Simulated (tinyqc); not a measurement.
Worked calculation: grain growth, pinning, strength and diffusional creep of a polycrystal or thin film. Computed by tinyqc, a small Python program that keeps every step. Command: `OMP_NUM_THREADS=1 python tinyqc.py 3030443 3030444 out.jsonl grain walk`. One thread of a shared host (Intel(R) Xeon(R) Processor @ 2.30GHz), about 0.01 s of CPU time with the checks. Intermediate numbers are printed to about 7 digits and carried at full precision; extremes and crossings named in words are read from the listed rows.

One mean grain size d describes the structure.

Inputs (values chosen for the exercise, modelled on tungsten): shear modulus G = 160 GPa; Burgers vector b = 2.741 angstrom; atomic volume Omega = 15.85 angstrom^3; boundary energy gamma = 1.2 J/m^2; mobility prefactor M0 = 0.00067 m^4/(J s); activation energy of boundary motion Q_m = 4.47 eV; anneal temperature T = 1763 K; anneal time t = 15 s; initial grain size d0 = 79 nm; particle volume fraction f = 0.00019; particle radius r = 9.8 nm; film thickness h = 600 nm; surface energy gamma_s = 2.5 J/m^2; friction stress sigma_0 = 680 MPa; Hall-Petch slope k_y = 0.68 MPa m^0.5; lattice diffusion energy Q_l = 5.64 eV; boundary diffusion energy Q_b = 3.65 eV; lattice prefactor D0 = 6e-05 m^2/s; boundary prefactor delta D0b = 5.3e-15 m^3/s; applied stress sigma = 120 MPa; service temperature T_c = 1167 K.

Sample: thin film on a substrate.

Constants: k_B = 8.617333262e-05 eV/K; k_B = 1.380649e-23 J/K.

## Mobility and the sizes at which growth stops

M = M0 exp(-Q_m/(k_B T)). The driving pressure is 2 gamma/d. Zener pinning pressure 3 f gamma/(2 r) stops growth at d_Z = 4 r/(3 f). Grooves where boundaries meet the surface have the angle theta = arcsin(gamma/(2 gamma_s)) and are taken to stop growth at d_h = h/(2 theta), a few film thicknesses; the limit is 1/d_lim = 1/d_Z + 1/d_h.

mobility M = 1.116772e-16 m^4/(J s)

Zener size d_Z = 68771.93 nm

groove angle theta = 0.2423659 rad

groove limit d_h = 1237.798 nm

limit d_lim = 1215.913 nm

The grooves set the tighter limit.

## Grain size after the anneal

dd/dt = 2 M gamma (1/d - 1/d_lim) integrates to 2 M gamma t = d_lim (d0 - d) + d_lim^2 ln[(d_lim - d0)/(d_lim - d)]; without pinning d^2 = d0^2 + 4 M gamma t.

size without pinning = 119.5063 nm

grain size d = 116.7299 nm

Pinning holds d to 98 % of the free value.

## Yield stress

Hall-Petch term k_y/sqrt(d). Orowan term 3.06 x 0.4 G b ln(2 rbar/b)/(pi lambda sqrt(1 - nu)) with nu = 1/3, rbar = sqrt(2/3) r, lambda = rbar (sqrt(pi/f) - 2). Film term (threading dislocation, matched substrate, the geometry of an fcc (111) film taken for all cases): 3.464 G b ln(2 h/b)/(4 pi (1 - nu) h). The terms are added to sigma_0.

Hall-Petch term = 1990.297 MPa

Orowan term = 84.02646 MPa

film term = 253.3996 MPa

yield stress = 3007.723 MPa

The largest term is the Hall-Petch one. The anneal changed the Hall-Petch term from 2419 to 1990 MPa. Caution: the grains are smaller than the film is thick, so they are not columnar, and the groove drag and film term are overstated.

## Diffusional creep at T_c

Nabarro-Herring rate = 14 sigma Omega D_l/(k_B T d^2), D_l = D0 exp(-Q_l/(k_B T)); Coble rate = 14 pi sigma Omega delta D_b/(k_B T d^3), delta D_b = delta D0b exp(-Q_b/(k_B T)); they are equal at d_x = pi delta D_b/D_l.

Nabarro-Herring rate = 3.200388e-15 1/s

Coble rate = 2.987179e-09 1/s

crossover size d_x = 108953.4 micrometre

time to 1 % strain = 3347637 s

Boundary diffusion carries the creep, by a factor 930000. Caution: sigma Omega is not small against k_B T, as the linear creep laws assume.

## Strength against creep resistance

Hall-Petch term k_y/sqrt(d).

At T_c and sigma:
```
d (nm)  Hall-Petch term (MPa)  Nabarro-Herring (1/s)   Coble (1/s)  time to 1 % (s)
30                   3925.982           4.845343e-14  1.759722e-07     5.682715e+04
100                  2150.349           4.360809e-15  4.751249e-09     2.104708e+06
300                  1241.504           4.845343e-16  1.759722e-10     5.682701e+07
1000                  680.000           4.360809e-17  4.751249e-12     2.104691e+09
3000                  392.598           4.845343e-18  1.759722e-13     5.682560e+10
10000                 215.035           4.360809e-19  4.751249e-15     2.104517e+12
100000                 68.000           4.360809e-21  4.751249e-18     2.102780e+15
```

From 100 micrometre to 30 nm grains the Hall-Petch term grows 58 times, while the time to 1 % strain shrinks by 10.6 decades. Coble creep rules in 7 of the seven rows (d_x is a millimetre or more). Fine grains resist slip but creep fast. The Hall-Petch value at 30 nm is at the edge of that law, and in a film grains much larger than h lose atoms to the surfaces instead.

## Growth with time

The formulas are those given above.

At T:
```
t (s)  free growth (nm)  pinned growth (nm)    d/d_lim
8.3             103.394             101.772  0.0837003
28              145.775             140.904  0.1158829
83              225.240             212.106  0.1744419
280             395.392             354.032  0.2911652
830             671.687             554.268  0.4558452
2800           1227.674             854.166  0.7024889
8300           2110.796            1107.552  0.9108810
28000          3875.004            1213.120  0.9977026
```

The apparent exponent d ln d/d ln t of the pinned growth is at most about 0.42, below the ideal 1/2, and falls to 0.075 in the last rows: the initial size hides the law early and pinning hides it late.

Checks made by the program: d against numerical integration (relative difference 4e-10).
